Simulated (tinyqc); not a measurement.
Inside a calculation. Method: empirical pseudopotential in a few plane waves. One step of it, computed by the program tinyqc.

Question. Bloch Hamiltonian at k. Basis: the 15 shortest G (labels in 2 pi/a), the same at every k. H(G,G') = c |k + G|^2 delta + VS(|G-G'|^2) cos((G-G').tau) + i VA sin((G-G').tau), tau = a/8 (1,1,1); 1 Ry = 13.605693 eV.

Parameters chosen for this model: fcc lattice, atoms at +/- a/8 (1,1,1); form factors in rydberg at |G|^2 in units of (2 pi/a)^2:
```
parameter                 value      unit
a                      6.070000  angstrom
VS(3)                 -0.224000        Ry
VS(8)                  0.039000        Ry
VS(11)                 0.086000        Ry
VA(3)                  0.046000        Ry
VA(4)                  0.072000        Ry
VA(11)                 0.005000        Ry
hbar^2/2m (2 pi/a)^2   4.082303        eV
```

k point k (2 pi / a): -0.120000  -0.270000  -0.600000

Give: H(k) at k.

Answer.

H(k) at k (eV), lower triangle (Hermitian):
```
                 +0+0+0           -1-1-1           -1-1+1           -1+1-1
+0+0+0           1.8260
-1-1-1   2.1550-0.4426i          22.1559
-1-1+1  -2.1550-0.4426i   0.0000+0.9796i          12.3584
-1+1-1  -2.1550-0.4426i   0.0000+0.9796i           0.5306          17.7470
-1+1+1  -2.1550+0.4426i          -0.5306   0.0000+0.9796i   0.0000+0.9796i
+1-1-1  -2.1550-0.4426i   0.0000+0.9796i           0.5306           0.5306
+1-1+1  -2.1550+0.4426i          -0.5306   0.0000+0.9796i           0.0000
+1+1-1  -2.1550+0.4426i          -0.5306           0.0000   0.0000+0.9796i
+1+1+1   2.1550+0.4426i           0.0000          -0.5306          -0.5306
-2+0+0   0.0000-0.9796i  -2.1550+0.4426i  -2.1550-0.4426i  -2.1550-0.4426i
+0-2+0   0.0000-0.9796i  -2.1550+0.4426i  -2.1550-0.4426i   0.8274-0.0481i
+0+0-2   0.0000-0.9796i  -2.1550+0.4426i   0.8274-0.0481i  -2.1550-0.4426i
+0+0+2   0.0000+0.9796i  -0.8274-0.0481i   2.1550+0.4426i  -0.8274+0.0481i
+0+2+0   0.0000+0.9796i  -0.8274-0.0481i  -0.8274+0.0481i   2.1550+0.4426i
+2+0+0   0.0000+0.9796i  -0.8274-0.0481i  -0.8274+0.0481i  -0.8274+0.0481i

                 -1+1+1           +1-1-1           +1-1+1           +1+1-1
-1+1+1           7.9495
+1-1-1           0.0000          20.1964
+1-1+1           0.5306   0.0000+0.9796i          10.3989
+1+1-1           0.5306   0.0000+0.9796i           0.5306          15.7875
+1+1+1   0.0000+0.9796i          -0.5306   0.0000+0.9796i   0.0000+0.9796i
-2+0+0   2.1550-0.4426i   0.8274-0.0481i  -0.8274-0.0481i  -0.8274-0.0481i
+0-2+0  -0.8274-0.0481i  -2.1550-0.4426i   2.1550-0.4426i  -0.8274-0.0481i
+0+0-2  -0.8274-0.0481i  -2.1550-0.4426i  -0.8274-0.0481i   2.1550-0.4426i
+0+0+2  -2.1550+0.4426i  -0.8274+0.0481i  -2.1550+0.4426i   0.8274+0.0481i
+0+2+0  -2.1550+0.4426i  -0.8274+0.0481i   0.8274+0.0481i  -2.1550+0.4426i
+2+0+0   0.8274+0.0481i   2.1550+0.4426i  -2.1550+0.4426i  -2.1550+0.4426i

                 +1+1+1   -2+0+0   +0-2+0   +0+0-2
+1+1+1           5.9900
-2+0+0  -0.8274+0.0481i  20.1147
+0-2+0  -0.8274+0.0481i   0.5306  22.5641
+0+0-2  -0.8274+0.0481i   0.5306   0.5306  27.9528
+0+0+2  -2.1550-0.4426i  -0.5306  -0.5306   0.0000
+0+2+0  -2.1550-0.4426i  -0.5306   0.0000  -0.5306
+2+0+0  -2.1550-0.4426i   0.0000  -0.5306  -0.5306

        +0+0+2   +0+2+0   +2+0+0
+0+0+2  8.3577
+0+2+0  0.5306  13.7463
+2+0+0  0.5306   0.5306  16.1957
```
